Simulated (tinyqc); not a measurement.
## Fixed charge and work-function difference from two thicknesses

Problem. With a fixed charge q Nf at the interface, Vfb = phi_ms - q Nf tox/(eps0 eox). Find Nf and phi_ms.

Inputs (values chosen for the exercise):
```
symbol  value  unit                                                                 meaning
eox      24.6        relative permittivity of the gate insulator (close to zirconium oxide)
```

Constants: q = 1.602176634e-19 C, eps0 = 8.8541878128e-14 F/cm where lengths are in cm. Results are converted to the units shown.

Vfb at tox = 21 and 52 nm (V): -2.3479625  -2.3630124

Answer. Vfb is a straight line in tox: the slope gives Nf and the intercept at zero thickness phi_ms.

Nf = 6.60e10 cm^-2
phi_ms = -2.34 V

tinyqc, about 0.01 s, one thread, Intel Xeon 2.30GHz (shared host): `OMP_NUM_THREADS=1 python tinyqc.py 2060011 2060012 out.jsonl`
